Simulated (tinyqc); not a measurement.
Stretching all distances: RHF, UHF, MP2, CISD and CCSD against full CI in the sto-3g basis, for H2, spin multiplicity 1. Computed by the program tinyqc with PySCF. Command: `OMP_NUM_THREADS=1 python tinyqc.py 113638 113639 out.jsonl`; one thread of a shared host (Intel(R) Xeon(R) Processor @ 2.60GHz), about 4 s.

Geometry (angstrom):
```
atom       x       y       z
H     0.0000  0.0000  0.0000
H     0.0000  0.0000  0.6600
```

All coordinates are multiplied by the scale. c0^2 is the weight of the RHF determinant in the lowest singlet FCI state (UHF is spin-contaminated and may lie near states of higher spin) and n(LUMO) the first natural occupation beyond the occupied space.

Full CI energy (hartree) and errors against it (kcal/mol):
```
scale  distance 1-2 (angstrom)    E(FCI)     RHF     UHF     MP2   CISD   CCSD  <S^2> UHF   c0^2  n(LUMO)
0.930                    0.614  -1.12092   9.804   9.804   3.237  0.000  0.000      0.000  0.992    0.016
1.160                    0.766  -1.13655  13.598  13.598   4.972  0.000  0.000      0.000  0.986    0.028
1.380                    0.911  -1.11867  18.376  18.376   7.281  0.000  0.000      0.000  0.977    0.046
1.610                    1.063  -1.08756  24.883  24.883  10.566  0.000  0.000      0.000  0.962    0.075
1.840                    1.214  -1.05356  33.287  31.953  14.948  0.000  0.000      0.188  0.940    0.119
2.060                    1.360  -1.02317  43.299  30.794  20.246  0.000  0.000      0.506  0.911    0.179
2.290                    1.511  -0.99634  55.767  24.869  26.781  0.000  0.000      0.707  0.870    0.259
2.510                    1.657  -0.97634  69.240  18.373  33.556  0.000  0.000      0.822  0.825    0.350
2.740                    1.808  -0.96111  84.284  12.496  40.485  0.000  0.000      0.895  0.774    0.452
```

UHF parts from RHF first at scale 1.84 of those listed, where <S^2> leaves zero. The weight c0^2 goes from 0.99 to 0.77 and n(LUMO) from 0.02 to 0.45: static correlation grows as the bonds break into open-shell fragments. The spread of the error along the curve, which distorts its shape, is CISD 0.0, CCSD 0.0, UHF 22.1, MP2 37.2, RHF 74.5 kcal/mol. With two electrons CISD and CCSD are exact.
